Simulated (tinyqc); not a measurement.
# Saturation velocity and mobility from two gate lengths

Inverse problem. Isat = Cox vsat Vg (x - 1)/(x + 1) per width, x = sqrt(1 + 2 mu Vg/(m vsat L)), with no series resistance and the same overdrive Vg and mu at both lengths. Find vsat and mu.

Inputs (values chosen for the exercise): gate capacitance Cox = 2.1 uF/cm^2; body factor m = 1.11.

Vg = 2.08 V
Isat at L = 0.1 and 0.3 um (uA/um): 1947.3961  1430.6130

Solution. The ratio of the currents depends on c = 2 mu Vg/(m vsat) alone and falls steadily from L2/L1 to 1 as c grows, so it fixes c; either current then gives vsat.

vsat = 6.900e6 cm/s
mu = 380.0 cm^2/(V s)

Computed by the program tinyqc: `OMP_NUM_THREADS=1 python tinyqc.py 2500034 2500035 out.jsonl`, one thread of a shared Intel Xeon 2.30GHz, about 0.01 s for the whole run.
